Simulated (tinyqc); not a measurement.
# Error from band bending against W

In A the levels shift by pb (1 - z/W)^2 for z < W. The signal from depth z is weighted by exp(-z/le)/le, so the centroid shifts by pb [1 - 2/a + (2/a^2)(1 - exp(-a))], a = W/le, and the error of iA against its value at the interface is that less pb.

Parameters, values chosen for the exercise: band bending in A at the interface pb = 0.67 V; escape depth le = 3.6 nm.

Result of one run:
```
W (nm),a,centroid shift (eV),error (meV)
140,38.89,0.6364,-33.57
```

What becomes of these results when the width of the bent region W is changed from 140 to 5 nm, all else the same?

Result of the changed run:
```
W (nm),a,centroid shift (eV),error (meV)
5,1.389,0.2266,-443.4
```

The whole series:
```
W (nm),a,centroid shift (eV),error (meV)
2.8,0.7778,0.1446,-525.4
5,1.389,0.2266,-443.4
8.6,2.389,0.3223,-347.7
15,4.167,0.4244,-245.6
26,7.222,0.5101,-159.9
45,12.50,0.5714,-98.62
79,21.94,0.6117,-58.28
140,38.89,0.6364,-33.57
240,66.67,0.6502,-19.80
```

The size of the error falls from 525 to 19.8 meV; for large a it is 2 |pb|/a. It is below 50 meV, a typical accuracy of the method, in 2 of the 9 rows. Heavily doped substrates and deep-probing photons need the correction.

Numbers from tinyqc (`OMP_NUM_THREADS=1 python tinyqc.py 2410017 2410018 out.jsonl`; about 0.01 s on one thread of a shared Intel Xeon 2.30GHz).
